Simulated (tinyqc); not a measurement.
# Floating body of a partially depleted SOI transistor: body voltage and kink: output curve and kink

Source at 0 V. Channel current Ic = 2 nf K Vt^2 [F(0) - F(Vd)](1 + la Vd), F(V) = ln^2(1 + exp((Vg - VT - nf V)/(2 nf Vt))), VT = VT0 - gb Vb. Saturation voltage Vs = 2 Vt sqrt(F(0)) + 3 Vt, excess Ve = (Vd - Vs + sqrt((Vd - Vs)^2 + 0.0004 V^2))/2, multiplication M1 = Ai Ve exp(-Bl/Ve). Each junction passes D(v) = J1 (exp(v/Vt) - 1) + J2 (exp(v/(2 Vt)) - 1). Bipolar current Ib = bb J1 (exp(Vb/Vt) - 1). The body settles where M1 (Ic + Ib) = D(Vb) + D(Vb - Vd) + Vb/Rb; drain current Id = (1 + M1)(Ic + Ib) - D(Vb - Vd).

Rows with more than one solution for Vb (latch) are left out; dId/dVd by a forward difference over 1e-4 V, swing = 1e-4 V over the change of log10 Id; M1 under 1e-12 is printed as 0.

Parameters, values chosen for the exercise; values of the order met in partially depleted silicon-on-insulator transistors:
- T = 330 K (temperature)
- VT0 = 0.37 V (threshold at zero body voltage)
- gb = 0.24 (fall of the threshold per volt of body voltage)
- nf = 1.21 (slope factor)
- K = 260 uA/(V^2 um) (gain factor per width)
- la = 0.02 1/V (channel-length modulation factor)
- Ai = 1.79 1/V (impact-ionisation prefactor)
- Bl = 7.3 V (impact-ionisation voltage)
- J1 = 2.8e-11 uA/um (diffusion saturation current of each junction)
- J2 = 1.9e-7 uA/um (recombination saturation current of each junction)
- bb = 0 (gain of the lateral bipolar transistor on the diffusion current)
- Rb = 1e9 kohm um (resistance of a weak body tie to the source (1e9 stands for no tie, and the term is then dropped))
- Vg = 0.53 V (gate voltage)

Constants: q = 1.602176634e-19 C, kB = 1.380649e-23 J/K, Vt = kB T/q. Results are converted to the units shown.

Result of one run:
```
Vb (V)       M1  Id, floating (uA/um)  Id, grounded (uA/um)  ratio  dId/dVd, floating (uS/um)  dId/dVd, grounded (uS/um)
0.6414  0.01723                 11.21                 3.168  3.539                      3.109                     0.3646
```

Which drain voltage Vd gave this result: 1.16, 1.32, 1.48, 1.64 or 1.8 V?

Vd = 1.8 V.

The whole series:
```
Vd (V)  Vb (V)        M1  Id, floating (uA/um)  Id, grounded (uA/um)  ratio  dId/dVd, floating (uS/um)  dId/dVd, grounded (uS/um)
1       0.4048  3.765e-5                 7.338                 3.035  2.417                      10.15                    0.06423
1.16    0.4968  2.619e-4                 8.646                 3.047  2.838                      6.481                    0.07941
1.32    0.5523  0.001133                 9.512                 3.062  3.107                      4.575                     0.1136
1.48    0.5905  0.003484                 10.16                 3.084  3.295                      3.651                     0.1722
1.64    0.6190  0.008436                 10.71                 3.118  3.433                      3.223                     0.2565
1.8     0.6414   0.01723                 11.21                 3.168  3.539                      3.109                     0.3646
```

Vb rises from 0.405 to 0.641 V and the ratio of the currents rises from 2.42 to 3.54. The output conductance with a floating body exceeds the grounded value by the largest factor among the rows, 158, at Vd = 1 V, where Vb = 0.405 V and M1 = 3.77e-5.

Range of the model: The multiplication law is an empirical form chosen for the exercise; self-heating and capacitive coupling to the body are left out, and the linear laws are rough once Vb passes about 0.7 V or M1 about 0.1.

Computed by the program tinyqc: `OMP_NUM_THREADS=1 python tinyqc.py 2182210 2182211 out.jsonl`, one thread of a shared Intel Xeon 2.30GHz, about 0.2 s for the whole run.
